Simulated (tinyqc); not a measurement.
# CMOS latch-up, two-transistor model: effect of the resistance from the pnp collector to the npn base

A parasitic pnp (emitter at Vdd, base shunted by Rw) and npn (emitter at ground, base shunted by Rs) feed each other: the npn collector current flows out of the pnp base node, the pnp collector current into the npn base node. Forward-active transistors with constant gains: Icn = Isn exp(Vn/Vt), Icp = Isp (exp(Vp/Vt) - 1). A current Ii is injected into the npn base node.

Node equations: Vp/Rw + Icp/bp = Icn and Vn/Rs + Icn/bn = Icp + Ii. Loop gain G = gn gp/[(1/Rw + gp/bp)(1/Rs + gn/bn)], gn = Icn/Vt, gp = (Icp + Isp)/Vt; the off state ends where G = 1, and Ii there is the trigger current. On state with both base-emitter voltages at Von: npn base current Ib = (Von/Rs + bp Von/Rw)/(bn bp - 1), holding current Ih = (bn + 1) Ib + Von/Rs, holding voltage Vh = Vsat + Von + R2 (Ib + Von/Rs).

Values chosen for this exercise; values close to those of bulk CMOS:
- T = 300 K (temperature)
- bn = 9 (current gain of the npn)
- bp = 4.3 (current gain of the pnp)
- Isn = 9.2e-15 A (saturation current of the npn at T)
- Isp = 3.7e-16 A (saturation current of the pnp at T)
- Rs = 740 ohm (substrate resistance shunting the npn)
- Rw = 600 ohm (well resistance shunting the pnp)
- Von = 0.71 V (base-emitter voltage in the on state)
- Vsat = 0.08 V (saturation voltage)
- Vdd = 1.8 V (supply voltage)

Constants: q = 1.602176634e-19 C, kB = 1.380649e-23 J/K, Vt = kB T/q. Results are converted to the units shown.

The same in every row: Vn at trigger (V) = 0.6574; trigger current (mA) = 0.9950; Ih (mA) = 2.564.

Result of one run:
```
R2 (ohm)  Vh (V)
14        0.8057
```

What becomes of these results when the resistance from the pnp collector to the npn base R2 is changed from 14 to 740 ohm, all else the same?

Result of the changed run:
```
R2 (ohm)  Vh (V)
740        1.619
```

The whole series:
```
R2 (ohm)  Vh (V)
5         0.7956
14        0.8057
37        0.8314
100       0.9020
270        1.092
740        1.619
2000       3.030
```

As R2 goes from 5 to 2000 ohm, the trigger current stays at 0.995 mA, Ih stays at 2.56 mA and Vh rises from 0.796 to 3.03 V. Vh exceeds the supply Vdd = 1.8 V, which then cannot sustain a latched state, in 1 of the 7 rows.

Program tinyqc, `OMP_NUM_THREADS=1 python tinyqc.py 2670153 2670154 out.jsonl`; Intel Xeon 2.30GHz, shared host, one thread, about 0.07 s.
